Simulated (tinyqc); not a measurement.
# Frequency dispersion of an accumulation capacitance by border traps, distributed model: effect of the semiconductor capacitance in accumulation

Traps spread evenly through the insulator exchange electrons with the semiconductor by tunnelling, with tau(x) = t0 exp(2 ka x) at depth x from the interface. The admittance per area Y seen at depth x obeys dY/dx = -Y^2/(i w eps0 eox) + q Nb ln(1 + i w tau)/tau, with Y(0) = i w Cs and w = 2 pi f; the gate sees Y(tox) = G + i w C. Working variable y = Y/(i w), in uF/cm^2. Cox = eps0 eox/tox.

Cox; trap-free value 1/(1/Cox + 1/Cs); response depth d = ln(1/(w t0))/(2 ka), where w tau = 1; lumped estimate: all traps within d act as C_bt = q Nb d placed at d/2, so C = 1/{1/[1/(1/Cs + d/(2 eps0 eox)) + C_bt] + (tox - d/2)/(eps0 eox)}. C and G from a fine integration; dispersion -d C/d log10 f over C, from f times and over 1.1. For a broad spread of time constants G/w is close to -(pi/2) dC/d ln w.

Parameters, values chosen for the exercise; permittivity close to that of hafnium oxide:
- eox = 18.8 (relative permittivity of the insulator)
- tox = 6.5 nm (insulator thickness)
- Nb = 5.4e19 cm^-3 eV^-1 (density of border traps)
- ka = 5 1/nm (decay constant of the wave function in the insulator)
- t0 = 1e-9 s (time constant of a trap at the interface)
- f = 10000 Hz (frequency)

Constants: q = 1.602176634e-19 C, eps0 = 8.8541878128e-14 F/cm where lengths are in cm. Results are converted to the units shown.

The same in every row: d (nm) = 0.9675.

Effect of the semiconductor capacitance in accumulation:
```
Cs (uF/cm^2)	C (uF/cm^2)	G/w (uF/cm^2)	dispersion (% a decade)	-(pi/2) dC/d ln w (uF/cm^2)	lumped C (uF/cm^2)	trap-free C (uF/cm^2)
0.2	0.8080	0.07387	13.37	0.07368	0.7537	0.1855
0.39	0.8979	0.06810	11.09	0.06794	0.8480	0.3385
0.75	1.045	0.05914	8.279	0.05904	1.002	0.5801
1.4	1.255	0.04752	5.545	0.04746	1.220	0.9052
2.8	1.555	0.03307	3.116	0.03305	1.531	1.338
5.4	1.857	0.02118	1.671	0.02117	1.841	1.737
10	2.103	0.01347	0.9378	0.01345	2.092	2.039
20	2.303	0.008490	0.5387	0.008463	2.296	2.270
```

Read the table: what changes, and by how much?

As Cs goes from 0.2 to 20, C rises from 0.808 to 2.30 uF/cm^2, the dispersion falls from 13.4 to 0.539 % a decade and G/w falls from 0.0739 to 0.00849 uF/cm^2. The lumped estimate is 6.7 % below C in the first row and 0.31 % below it in the last. The same traps disperse C more when Cs is small, since they then add to the weaker series term.

tinyqc, about 0.5 s, one thread, Intel Xeon 2.30GHz (shared host): `OMP_NUM_THREADS=1 python tinyqc.py 2202206 2202207 out.jsonl`
